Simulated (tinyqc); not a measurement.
# Undoped symmetric double-gate MOSFET, analytic potential model: effects of single changes

An undoped body of thickness ts between two equal insulators and tied gates; long channel, electrons only, n = ni exp((psi - V)/Vt) with V the quasi-Fermi potential (0 at the source, Vd at the drain), constant mobility, no quantisation. Across the body psi(x) = V - 2 Vt ln[(ts/(2 beta)) sqrt(q ni/(2 eps0 eps_r Vt)) cos(2 beta x/ts)], x from the centre. Q is the electron charge per area of the whole body.

Inputs (values chosen for the exercise); material values close to those of silicon: temperature T = 400 K; band gap Eg = 1.14 eV; relative permittivity of the semiconductor eps_r = 11.6; conduction-band density of states at T Nc = 4.28e19 cm^-3; valence-band density of states at T Nv = 4.11e19 cm^-3; relative permittivity of the gate insulator eox = 25.7; insulator thickness tox = 5.9 nm; body thickness ts = 15 nm; gate work function less that of the intrinsic body dphi = 0.19 V; channel mobility mu = 180 cm^2/(V s); gate length L = 2 um; drain voltage Vd = 0.3 V.

Constants: q = 1.602176634e-19 C, kB = 1.380649e-23 J/K, Vt = kB T/q, eps0 = 8.8541878128e-14 F/cm where lengths are in cm. Results are converted to the units shown.

Each table varies one quantity; the others keep the values above.

## Output curve

ni = sqrt(Nc Nv) exp(-Eg/(2 Vt)), Eg in volts; r = eps_r tox/(eox ts); V0 = dphi + 2 Vt ln[(2/ts) sqrt(2 eps0 eps_r Vt/(q ni))]. beta (between 0 and pi/2) solves (Vg - V0 - V)/(2 Vt) = ln(beta) - ln(cos beta) + 2 r beta tan(beta). Q = 8 eps0 eps_r Vt beta tan(beta)/ts; I = mu (1/L)(4 eps0 eps_r/ts)(2 Vt)^2 [g(beta_s) - g(beta_d)] per width, g = beta tan(beta) - beta^2/2 + r beta^2 tan^2(beta), with beta_s at V = 0 and beta_d at V = Vd.

In this table Vg = 0.92 V.

Output curve:

| Vd (V) | Qd (nC/cm^2) | Qd/Qs | I (uA/um) |
|---|---|---|---|
| 0.06 | 951.42 | 0.75025 | 5.9808 |
| 0.11 | 710.62 | 0.56037 | 9.7114 |
| 0.16 | 496.46 | 0.39149 | 12.416 |
| 0.22 | 283.24 | 0.22335 | 14.498 |
| 0.27 | 149.71 | 0.11805 | 15.455 |
| 0.32 | 62.472 | 0.049263 | 15.915 |
| 0.38 | 15.262 | 0.012035 | 16.101 |
| 0.43 | 3.8843 | 0.0030630 | 16.139 |
| 0.48 | 0.93042 | 7.3369e-4 | 16.148 |

The current rises from 5.98 to 16.1 uA/um, while the charge at the drain end falls from 0.75 to 7.3e-4 of that at the source. The current first comes within 1 % of its last value at Vd = 0.38 V among the rows. Over the last rows Qd falls by a factor of e for each Vt of drain voltage: the drain end is in weak inversion. In every row the surface density at the source passes 0.3 Nc, where Boltzmann statistics fail.

## Transfer curve and volume inversion

Same model as above.

The drop is psi(surface) - psi(centre) at the source end; C = dQs/dVg, Cg = 2 eps0 eox/tox; gm = dI/dVg.

Transfer curve and volume inversion:

| Vg (V) | Qs (nC/cm^2) | drop (mV) | C/Cg | I (uA/um) | gm/I (1/V) |
|---|---|---|---|---|---|
| 0.32 | 0.02881 | 0.005260 | 1.083e-4 | 8.938e-5 | 29.01 |
| 0.41 | 0.3912 | 0.07139 | 0.001467 | 0.001215 | 28.97 |
| 0.49 | 3.884 | 0.7067 | 0.01421 | 0.01222 | 28.61 |
| 0.58 | 40.67 | 7.166 | 0.1191 | 0.1444 | 25.35 |
| 0.67 | 197.8 | 30.66 | 0.3355 | 1.007 | 17.67 |
| 0.76 | 496.5 | 62.72 | 0.5156 | 3.730 | 11.94 |
| 0.84 | 852.3 | 88.95 | 0.6310 | 8.498 | 8.865 |
| 0.93 | 1323 | 113.5 | 0.7201 | 16.85 | 6.485 |
| 1.02 | 1845 | 133.4 | 0.7796 | 27.90 | 4.828 |

What does the comparison show?

The current rises from 8.94e-5 to 27.9 uA/um. In the first row gm/I is 29.0 1/V, 0.010 % below 1/Vt: with no depletion charge the whole body follows the gate, and the swing is ideal. The drop between surface and centre goes from 0.0053 to 133 mV and passes Vt at Vg = 0.76 V among the rows; below that the density varies across the body by less than a factor of e (volume inversion). C reaches 0.78 of Cg in the last row. For Vg = 0.84 to 1.02 V the surface density at the source passes 0.3 Nc, where Boltzmann statistics fail.

Numbers from tinyqc (`OMP_NUM_THREADS=1 python tinyqc.py 2440161 2440162 out.jsonl`; about 0.03 s on one thread of a shared Intel Xeon 2.30GHz).
